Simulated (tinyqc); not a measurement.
## Film and buried-oxide thickness from two coupling ratios

Question. In a depleted film -dVT/dVb is k1 = Cs Cbox/(Cox (Cs + Cbox)) for a front channel and k2 = Cbox (Cox + Cs)/(Cox Cs) for a back channel, with Cox = eps0 eox/tox, Cs = eps0 eps_r/ts, Cbox = 3.9 eps0/tb. Find ts and tb.

Inputs (values chosen for the exercise); band and dielectric values close to those of silicon: relative permittivity eps_r = 11.8; relative permittivity of the gate insulator (close to silicon dioxide) eox = 3.9; insulator thickness tox = 1.4 nm.

coupling ratios for a front and a back channel: 0.049475891  0.23735876

Solution. With y = Cox/Cs and z = Cox/Cbox, 1/k1 = y + z and k2 = (1 + y)/z, so y = (k2/k1 - 1)/(1 + k2); the thicknesses follow from y and z.

ts = 13.00 nm
tb = 24.00 nm

Computed by the program tinyqc: `OMP_NUM_THREADS=1 python tinyqc.py 2190117 2190118 out.jsonl`, one thread of a shared Intel Xeon 2.30GHz, about 0.6 s for the whole run.
